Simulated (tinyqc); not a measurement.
## Doping from resistivity

Problem. A uniform, uncompensated and fully ionised sample has rho = 1/(q N mu), mu = m1 + (m2 (T/300 K)^(-bt) - m1)/(1 + (N/Nr)^am). Find N, mu and the diffusion coefficient mu Vt.

Values chosen for this exercise:
```
symbol,value,unit,meaning
T,300,K,temperature
m1,50.5,cm^2/(V s),mobility limit at high doping
m2,1400,cm^2/(V s),"mobility limit at low doping, at 300 K"
Nr,9.9e16,cm^-3,reference doping of the mobility law
am,0.657,,exponent of the mobility law
bt,2.3,,temperature exponent of m2
```

Constants: q = 1.602176634e-19 C, kB = 1.380649e-23 J/K, Vt = kB T/q. Results are converted to the units shown.

resistivity = 0.027840201 ohm cm

Solution. With am below 1 the product N mu rises steadily with N, so one doping matches; it is found by iterating N = 1/(q rho mu(N)).

N = 6.200e17 cm^-3
mu = 361.6 cm^2/(V s)
diffusion coefficient = 9.348 cm^2/s

tinyqc, about 0.01 s, one thread, Intel Xeon 2.30GHz (shared host): `OMP_NUM_THREADS=1 python tinyqc.py 2110108 2110109 out.jsonl`
